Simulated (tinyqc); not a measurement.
Thin film between two gates, subbands and threshold shift from confinement: two steps of the calculation.

Undoped body with a flat potential across it, hard walls, transport along x. Three valley pairs (g = 2 each) with the longitudinal mass along x, y or z. Non-parabolicity enters the subband edges through E (1 + al E) = gamma, so E = 2 gamma/(1 + sqrt(1 + 4 al gamma)); motion within a subband is taken as parabolic with the band-edge mass. Energies are counted from the bulk band edge.

Parameters, values chosen for the exercise; masses close to those of silicon:

| symbol | value | unit | meaning |
|---|---|---|---|
| T | 300 | K | temperature |
| ml | 0.907 | m0 | longitudinal mass |
| mt | 0.19 | m0 | transverse mass |
| al | 0 | 1/eV | non-parabolicity |
| t | 6.5 | nm | film thickness (along z) |
| dl | 0.3 | nm | widening of the box by penetration into the insulator |

Constants: q = 1.602176634e-19 C, kB = 1.380649e-23 J/K, hbar = 1.054571817e-34 J s, m0 = 9.1093837015e-31 kg, Vt = kB T/q, hbar^2/(2 m0) = 0.0380998212 eV nm^2. Results are converted to the units shown.

Task 1. Lowest subbands. gamma = C (pi k/(t + dl))^2/mz, C = hbar^2/(2 m0). List the 6 lowest, labelled by valley axis and quantum numbers, with degeneracy g and N_k: N_k = g sqrt(mx my) m0 kB T/(pi hbar^2).

Wanted: E_k; g; N_k.

Result 1.

```
subband   E_k (eV)  g  N_k (cm^-2)
z1       0.0089660  2    4.1037e12
z2        0.035864  2    4.1037e12
x1        0.042801  2    8.9661e12
y1        0.042801  2    8.9661e12
z3        0.080694  2    4.1037e12
z4         0.14346  2    4.1037e12
```

Task 2. Threshold shift. Each subband has N_k = g sqrt(mx my) m0 kB T/(pi hbar^2); without degeneracy n = exp(EF/Vt) sum N_k exp(-E_k/Vt). Classical value Nc times t, Nc = sum over valleys of 2 g (m m0 kB T/(2 pi hbar^2))^1.5 with m = (mx my mz)^(1/3). Threshold shift dVT = Vt ln(classical value/sum N_k exp(-E_k/Vt)). Use the subbands listed.

```
subband      E_k (eV)   N_k (cm^-2)
z1       0.0089659759  4.1036937e12
z2        0.035863904  4.1036937e12
x1        0.042800738  8.9660628e12
y1        0.042800738  8.9660628e12
z3        0.080693784  4.1036937e12
z4         0.14345562  4.1036937e12
```

Wanted: shares; sum N_k exp(-E_k/Vt); Nc; classical value; dVT.

Result 2.

shares, subband z1 to z4 (%): 38.44  13.58  22.69  22.69  2.40  0.21
sum N_k exp(-E_k/Vt) = 7.547e12 cm^-2
Nc = 2.724e19 cm^-3
classical value = 1.771e13 cm^-2
dVT = 22.05 mV

Computed by the program tinyqc: `OMP_NUM_THREADS=1 python tinyqc.py 2350088 2350089 out.jsonl`, one thread of a shared Intel Xeon 2.30GHz, about 0.08 s for the whole run.
